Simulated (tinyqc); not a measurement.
Short-channel transistor, virtual-source model with series resistance: one step of the calculation.

The current per gate width is the charge at the top of the source barrier (the virtual source) times its velocity times a saturation function; al and be are fitting constants of the model. Units: I in uA/um, Rs in ohm um, so I Rs = 1e-6 I Rs in volts; Q in uC/cm^2, so I = 1e-4 Q vx0 Fsat with vx0 in cm/s.

Question. Current through the series resistance. Intrinsic voltages Vg' = Vgs - I Rs, Vd' = Vds - 2 I Rs. n = n0 + nd Vd', VT = VT0 - dl Vd', Ff = 1/(1 + exp((Vg' - VT + al Vt/2)/(al Vt))), Q = Cinv n Vt ln(1 + exp((Vg' - VT + al Vt Ff)/(n Vt))), Vdsat = (vx0 L/mu)(1 - Ff) + Vt Ff, Fsat = u/(1 + u^be)^(1/be) with u = Vd'/Vdsat, and I(out) = Q vx0 Fsat per width. (Fsat takes the sign of u.) Newton step: I(new) = I + (I(out) - I)/(1 - s), s = dI(out)/dI by a central difference with +/- 0.001 uA/um.

Values chosen for this exercise:

| symbol | value | unit | meaning |
|---|---|---|---|
| T | 350 | K | temperature |
| Cinv | 3.01 | uF/cm^2 | inversion capacitance |
| vx0 | 3.01e7 | cm/s | velocity at the virtual source |
| mu | 180 | cm^2/(V s) | apparent mobility |
| L | 12 | nm | channel length |
| VT0 | 0.46 | V | threshold at zero drain voltage |
| dl | 0.066 | V/V | drain-induced barrier lowering |
| n0 | 1.34 |  | subthreshold factor |
| nd | 0 | 1/V | growth of n with drain voltage |
| al | 3.5 |  | threshold shift (in units of Vt) from weak to strong inversion |
| be | 1.4 |  | sharpness of saturation |
| Rs | 150 | ohm um | series resistance of each contact |
| Vgs | 0.7 | V | gate voltage |
| Vds | 0.35 | V | drain voltage |

Constants: q = 1.602176634e-19 C, kB = 1.380649e-23 J/K, Vt = kB T/q. Results are converted to the units shown.

I at the start = 0 uA/um

Give: Vg'; Vd'; VT; Ff; Q; Vdsat; Fsat; I(out); s; I after iteration 1.

Answer.

Vg' = 0.70000 V
Vd' = 0.35000 V
VT = 0.43690 V
Ff = 0.047772
Q = 0.80727 uC/cm^2
Vdsat = 0.19252 V
Fsat = 0.77335
I(out) = 1879.2 uA/um
s = -1.5841
I after iteration 1 = 727.20 uA/um

tinyqc, about 0.01 s, one thread, Intel Xeon 2.30GHz (shared host): `OMP_NUM_THREADS=1 python tinyqc.py 2380014 2380015 out.jsonl`
